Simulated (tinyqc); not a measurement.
Threshold of a short bulk MOSFET: charge sharing, barrier lowering, narrow width: one step of the calculation.

n-channel device on a p-type body, depletion approximation, full ionisation. Uniform doping N = Na. Vbi from Boltzmann statistics is rough for the degenerate source. Cox = eps0 eox/tox.

Question. Long-channel threshold and scales. ni = sqrt(Nc Nv) exp(-Eg/(2 Vt)), Eg in volts; 2 pB = 2 Vt ln(N/ni); flat band Vfb - Vt ln(N/Na); Wd = sqrt(2 eps0 eps_r (2 pB - Vbs)/(q N)); body term q N Wd/Cox; long-channel VT0 = flat band + 2 pB + body term; Vbi = Vt ln(N Nsd/ni^2); scale length l = sqrt((eps_r/eox) tox Wd).

Parameters, values chosen for the exercise; band and dielectric values close to those of silicon:
```
symbol    value   unit                                                                 meaning
T           300      K                                                             temperature
Eg         1.12     eV                                                                band gap
eps_r      11.7                                                          relative permittivity
Nc      2.81e19  cm^-3                                  conduction-band density of states at T
Nv      2.63e19  cm^-3                                     valence-band density of states at T
eox        7.35         relative permittivity of the gate insulator (close to silicon nitride)
tox           3     nm                                                     insulator thickness
Na         9e17  cm^-3                                                          channel doping
Nsd        1e20  cm^-3                                                 source and drain doping
Vfb       -0.95      V                                     flat-band voltage for the doping Na
Vbs           0      V                                                     body-source voltage
```

Constants: q = 1.602176634e-19 C, kB = 1.380649e-23 J/K, Vt = kB T/q, eps0 = 8.8541878128e-14 F/cm where lengths are in cm. Results are converted to the units shown.

Find: N; 2 pB; flat band; Wd; body term; VT0; Vbi; l.

Answer.

N = 9.0000e17 cm^-3
2 pB = 0.94379 V
flat band = -0.95000 V
Wd = 36.825 nm
body term = 0.24478 V
VT0 = 0.23857 V
Vbi = 1.0656 V
l = 13.261 nm

Numbers from tinyqc (`OMP_NUM_THREADS=1 python tinyqc.py 2002092 2002093 out.jsonl`; about 0.01 s on one thread of a shared Intel Xeon 2.30GHz).
